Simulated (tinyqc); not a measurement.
Vertical double-diffused power MOSFET, components of the on-resistance: one step of the calculation.

Stripe cells of pitch Wp + a, two channels a cell. Current flows through the channels, spreads in the accumulation layer, passes the gap between the p bodies and spreads at 45 degrees into the drift layer below them. Low drain voltage, full ionisation.

Question. Drift layer. Triangular field at breakdown with Ec = Kc N^(1/8): BV = eps0 eps_r Ec^2/(2 q N), so N = (eps0 eps_r Kc^2/(2 q BV))^(4/3); W = 2 BV/Ec; mu = mud (T/300 K)^(-bt); rho = 1/(q mu N); ideal resistance rho W.

Inputs (values chosen for the exercise); bulk values close to those of silicon: temperature T = 300 K; relative permittivity eps_r = 11.8; critical-field constant Kc = 4030 V/cm per (cm^-3)^(1/8); rated breakdown voltage of the drift layer BV = 200 V; drift mobility at 300 K mud = 1210 cm^2/(V s); temperature exponent of the drift mobility bt = 2.4.

Constants: q = 1.602176634e-19 C, eps0 = 8.8541878128e-14 F/cm where lengths are in cm. Results are converted to the units shown.

Find: N; Ec; W; mu; rho; ideal resistance.

Answer.

N = 1.700e15 cm^-3
Ec = 0.3229 MV/cm
W = 12.39 um
mu = 1210 cm^2/(V s)
rho = 3.034 ohm cm
ideal resistance = 3.758 mohm cm^2

Computed by the program tinyqc: `OMP_NUM_THREADS=1 python tinyqc.py 2230036 2230037 out.jsonl`, one thread of a shared Intel Xeon 2.30GHz, about 0.01 s for the whole run.
